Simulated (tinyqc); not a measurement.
Sputter depth profiling of a dopant layer: erosion rate, quantification and the mixing-roughness response: one step, computed by the program tinyqc. Command: `OMP_NUM_THREADS=1 python tinyqc.py 3018701 3018702 out.jsonl sims walk`. One thread of a shared host (Intel(R) Xeon(R) Processor @ 2.30GHz), about 0.02 s of CPU time with the checks.

A rastered ion beam erodes silicon (49.94 atoms per nm^3). The measured profile is the true one convolved with a depth response.

Task: Moments. Convolution adds means and variances: the response has mean 0 (shift -w plus exponential mean w) and variance w^2 + sigma^2; a delta layer adds none.

Inputs (values chosen for the exercise, modelled on a dopant in silicon under an oxygen or caesium beam): roughness sigma = 0.88 nm; depth of the layer z0 = 54 nm.

True profile: delta layer.

mixing length w = 5.253570 nm

depth of the maximum = 50.11000 nm

Give: centroid; standard deviation; maximum minus centroid.

Result:

centroid = 54 nm

standard deviation = 5.327 nm

maximum minus centroid = -3.890 nm

The centroid stays at the true position while the maximum lies nearer the surface, so depth is read from the centroid.
